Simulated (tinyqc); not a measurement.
True capacitance, leakage and series resistance from two frequencies.

Question. A capacitance C in parallel with G and in series with Rs is measured as Cp and D = Gp/(w Cp) at two frequencies. The series reading Cs = Cp (1 + D^2) equals C + G^2/(w^2 C), and Re Z = D/(w Cp (1 + D^2)) = Rs + G/(G^2 + w^2 C^2). Find C, G and Rs.

f (Hz): 10000  50000
Cp (pF): 2.71845833  2.71845832
D: 4.39068062  0.878207461

Answer. w^2 Cs = w^2 C + G^2/C is a straight line in w^2 with slope C; the intercept gives G, and the real part then gives Rs.

C = 2.719 pF
G = 0.7500 uS
Rs = 87.00 ohm

tinyqc, about 0.01 s, one thread, Intel Xeon 2.30GHz (shared host): `OMP_NUM_THREADS=1 python tinyqc.py 2022039 2022040 out.jsonl`
